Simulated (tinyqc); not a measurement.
Worked calculation: pressure-driven transition between two phases with analytic equations of state. Computed by tinyqc, a small Python program that keeps every step. Command: `OMP_NUM_THREADS=1 python tinyqc.py 3016030 3016031 out.jsonl transition walk`. One thread of a shared host (Intel(R) Xeon(R) Processor @ 2.30GHz), about 0.03 s of CPU time with the checks. Intermediate numbers are printed to about 5 digits and carried at full precision; extremes and crossings named in words are read from the listed rows.

Each phase obeys E = E0 + (B0 V/B') [(V0/V)^B'/(B' - 1) + 1] - B0 V0/(B' - 1), P = (B0/B') [(V0/V)^B' - 1]; E0 = 0 for phase 1 and Delta E0 for phase 2. H = E + P V.

Inputs (values chosen for the exercise, for two model phases):
```
quantity                                   value             unit
volume V0 of phase 1                        14.5  angstrom^3/atom
B0 of phase 1                                196              GPa
B' of phase 1                                5.1                -
volume V0 of phase 2                        13.2  angstrom^3/atom
B0 of phase 2                                219              GPa
B' of phase 2                               4.19                -
energy of phase 2 above phase 1, Delta E0  0.053          eV/atom
entropy of phase 2 less phase 1, Delta S    0.21         k_B/atom
temperature T                               1200                K
```

Equation of state: Murnaghan.

Constants: 1 eV/angstrom^3 = 160.2176634 GPa; k_B = 8.617333262e-05 eV/K.

## First estimate from rigid phases

If neither phase were compressed, P = Delta E0/(V0 of phase 1 - V0 of phase 2).

rigid estimate = 6.5320 GPa

## One Newton step

At the estimate, solve P(V) = P for each phase, form H, and step P(new) = P - (H_2 - H_1)/(V_2 - V_1), since dH/dP = V.

V_1 = 14.061 angstrom^3

H_1 = 0.58191 eV

V_2 = 12.834 angstrom^3

H_2 = 0.58352 eV

next pressure = 6.7411 GPa

## Transition pressure at zero temperature

Start from P = Delta E0/(V0 of phase 1 - V0 of phase 2); at each P solve P(V) = P for both phases and step P(new) = P - (H_2 - H_1)/(V_2 - V_1); stop when |H_2 - H_1| < 1e-10 eV. At the zero-temperature transition the volume change is V_2/V_1 - 1 and the work is P (V_1 - V_2).

Iterations:
```
step  P (GPa)  V_1 (angstrom^3)  V_2 (angstrom^3)  H_2 - H_1 (meV)
0      6.5320            14.061            12.834       1.6010e+00
1      6.7411            14.048            12.823       1.2541e-03
2      6.7413            14.048            12.823                0
```

transition pressure = 6.7413 GPa

V_1 at the transition = 14.048 angstrom^3

V_2 at the transition = 12.823 angstrom^3

volume change = -8.7160 %

work P (V_1 - V_2) = 0.051518 eV/atom

The rigid estimate is low by 3.1 %: phase 1 shrinks faster than phase 2, so the volume gain narrows under pressure.

## Enthalpies against pressure

For each P solve P(V) = P in both phases.

Both phases:
```
P (GPa)  V_1 (angstrom^3)  V_2 (angstrom^3)  H_2 - H_1 (meV/atom)   stable
0.0                14.500            13.200                53.000  phase 1
1.7                14.377            13.100                39.326  phase 1
3.4                14.261            13.003                25.874  phase 1
5.1                14.150            12.910                12.622  phase 1
6.2                14.081            12.852                 4.145  phase 1
7.3                14.014            12.794                -4.261  phase 2
8.8                13.925            12.719               -15.617  phase 2
11.0               13.802            12.612               -32.069  phase 2
```

H_2 - H_1 changes with slope V_2 - V_1, from -1.300 to -1.190 angstrom^3 per atom over the table, and passes zero at 6.74 GPa. An error of 10 meV per atom in Delta E0 moves the transition by about 1.31 GPa.

## Shift with temperature

At T the condition is H_2 - H_1 - T Delta S = 0, with Delta S constant and thermal expansion left out; the Clausius-Clapeyron slope is dP/dT = Delta S/(V_2 - V_1) at the zero-temperature point.

Clapeyron slope = -2.3680 MPa/K

transition pressure at T = 3.9308 GPa

linear estimate at T = 3.8997 GPa

The dense phase has the higher entropy, so heating lowers the transition pressure. Caution: a constant Delta S holds only at high temperature; it vanishes as T goes to 0, so the shift counted from T = 0 is somewhat too large.

Checks made by the program: slope of the common tangent, -(E_2 - E_1)/(V_2 - V_1) (relative difference below 1e-10).
